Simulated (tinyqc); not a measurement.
Gate work function from the charge.

Question. For an undoped double gate, Q = 8 eps0 eps_r Vt beta tan(beta)/ts with 0 < beta < pi/2, and at the source (Vg - dphi)/(2 Vt) - ln[(2/ts) sqrt(2 eps0 eps_r Vt/(q ni))] = ln(beta) - ln(cos beta) + 2 r beta tan(beta), r = eps_r tox/(eox ts). Find beta and dphi.

Inputs (values chosen for the exercise); material values those of a made-up semiconductor: temperature T = 250 K; relative permittivity of the semiconductor eps_r = 9.84; relative permittivity of the gate insulator eox = 24.9; insulator thickness tox = 12 nm; body thickness ts = 20 nm; gate voltage Vg = 0.66 V.

Constants: q = 1.602176634e-19 C, kB = 1.380649e-23 J/K, Vt = kB T/q, eps0 = 8.8541878128e-14 F/cm where lengths are in cm. Results are converted to the units shown.

Qs = 422.13037 nC/cm^2
ni = 1.3000928e9 cm^-3

Answer. beta tan(beta) rises from 0 without bound on the interval, so the charge fixes beta; the second relation is then explicit in dphi. At this charge the surface density passes 0.3 Nc, so the classical Boltzmann model is only formal.

beta = 1.34
dphi = 0.0600 V

Computed by the program tinyqc: `OMP_NUM_THREADS=1 python tinyqc.py 2440155 2440156 out.jsonl`, one thread of a shared Intel Xeon 2.30GHz, about 0.03 s for the whole run.
